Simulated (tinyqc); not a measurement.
Hueckel theory of the pi electrons, for the molecule BC([CH2+])=N (SMILES; centres numbered as the heavy atoms are written), step by step. Computed by tinyqc, a small Python program that keeps every step. Settings: charge = 1. Command: `OMP_NUM_THREADS=1 python tinyqc.py 23783 23784 out.jsonl` (the two numbers bound the seeds that draw the settings). One thread of a shared host (Intel(R) Xeon(R) Processor @ 2.60GHz), about 0.01 s of CPU time with the checks.

## The Hueckel matrix

Centres:
```
centre  z_r, pi electrons of the neutral centre          h
1B                                            0  -1.000000
2C                                            1   0.000000
3C                                            1   0.000000
4N                                            1   0.500000
```

Bonds:
```
i  j         k
1  2  0.700000
2  3         1
2  4         1
```

H_rr = alpha + h_r beta, H_rs = k_rs beta for bonded centres.

Hueckel matrix in units of beta (H = alpha + beta A), lower triangle:
```
           1B        2C        3C        4N
1B  -1.000000
2C   0.700000  0.000000
3C   0.000000  1.000000  0.000000
4N   0.000000  1.000000  0.000000  0.500000
```

## Orbitals

pi electrons, sum of z_r less the charge = 2

Diagonalise; E = alpha + x beta with beta < 0, so the largest x are filled first; degenerate levels share their electrons. P = sum n_i c_ri c_si; each orbital has its largest coefficient positive (the first on a tie).

x values: 1.654811  0.254261  -0.692123  -1.716950

occupations: 2.000000  0.000000  0.000000  0.000000

coefficients:
```
         MO1        MO2        MO3        MO4
1B  0.178395  -0.096657   0.759543  -0.618003
2C  0.676579  -0.173189   0.334065   0.632967
3C  0.408856  -0.681147  -0.482667  -0.368658
4N  0.585878   0.704771  -0.280227  -0.285512
```

charge and bond-order matrix P, lower triangle:
```
          1B        2C        3C        4N
1B  0.063650
2C  0.241397  0.915518
3C  0.145876  0.553246  0.334326
4N  0.209036  0.792786  0.479079  0.686507
```

## Energy, charges, bond orders

E = sum n x; q_r = z_r - P_rr; bond order p = P_rs; free valence = sqrt(3) - sum of p over the bonds of the atom.

pi energy = 2 alpha + this times beta = 3.309623

pi charges: 1B -0.063650, 2C 0.084482, 3C 0.665674, 4N 0.313493

Bond orders and lengths from R = 1.517 - 0.180 p (angstrom, C-C alone):
```
bond         p         R
1-2   0.241397         -
2-3   0.553246  1.417416
2-4   0.792786         -
```

free valence of the carbons: 2C 0.144622, 3C 1.178805

gap between the highest filled and the next level = 1.400550 |beta|
